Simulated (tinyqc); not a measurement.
# From point-charge correction -q^2 E back to dielectric constant eps

Model: finite-size error of a charged defect in a periodic cell: Madelung and Makov-Payne terms. Computed by tinyqc, a small Python program. Command: `OMP_NUM_THREADS=1 python tinyqc.py 3030061 3030062 out.jsonl imagecharge inv`. One thread of a shared host (Intel(R) Xeon(R) Processor @ 2.30GHz), about 0.3 s of CPU time with the checks.

L is the cube root of the cell volume. The defect charge is a Gaussian, rho(r) = q (2 pi sigma^2)^(-3/2) exp(-r^2/2 sigma^2), repeated periodically in a uniform neutralising background and screened by a continuum. The model cell energy is E(L) = E_0 + [periodic - isolated electrostatic energy].

Inputs (values chosen for the exercise, with screening close to that of CdTe): charge q = -3 e; cell length L = 18.4 angstrom.

Supercell lattice: fcc. Screening: isotropic.

Constants: e^2/(4 pi eps_0) = 14.39964548 eV angstrom.

Method. Cell vectors: (0,1,1), (1,0,1), (1,1,0), scaled to volume L^3. Ewald sum for a unit point charge: scale each Cartesian component of the cell by 1/sqrt(eps_i), giving R', G' and V'; E = [ (1/2) sum erfc(eta R')/R' + (2 pi/V') sum exp(-G'^2/4 eta^2)/G'^2 - eta/sqrt(pi) - pi/(2 V' eta^2) ] e^2/(4 pi eps_0) / sqrt(eps_x eps_y eps_z), over n_i = -6..6, omitting n = (0,0,0), eta = 2/V'^(1/3). alpha = -2 E eps_g L/(e^2/(4 pi eps_0)), eps_g = (eps_x eps_y eps_z)^(1/3).

Task: A run gave the result below. Find the dielectric constant eps, known to lie between 6.6 and 18.

point-charge correction -q^2 E = 0.9163537 eV

Result:

Each step takes the trial c = (a f_b - b f_a)/(f_b - f_a), f being the result less the target and a, b, c the logarithms of the listed values; c replaces end b, the old b replaces a if the sign of f changed, and otherwise f_a is halved.

Scan of the range:

| dielectric constant eps | point-charge correction -q^2 E (eV) |
|---|---|
| 6.60 | 1.54114 |
| 7.80 | 1.30404 |
| 9.22 | 1.10320 |
| 10.90 | 0.93317 |
| 12.90 | 0.78849 |
| 15.20 | 0.66918 |
| 18.00 | 0.56508 |

False position (Illinois rule, in the logarithm of the input) inside the bracket:

| step | end a | end b | trial | point-charge correction -q^2 E (eV) |
|---|---|---|---|---|
| 1 | 10.9000 | 12.9000 | 11.1155 | 0.915075 |
| 2 | 10.9000 | 11.1155 | 11.0868 | 0.917443 |
| 3 | 11.1155 | 11.0868 | 11.1000 | 0.916353 |
| 4 | 11.0868 | 11.1000 | 11.1000 | 0.916354 |

Point-charge correction -q^2 E falls at every point of a 13-point scan of the range (every second point is shown), so one value fits; it is bracketed by 10.9 and 12.9. The scan shows a pure power law with exponent -1.000, so scaling from any one row also gives the answer directly. Answer: dielectric constant eps = 11.10.
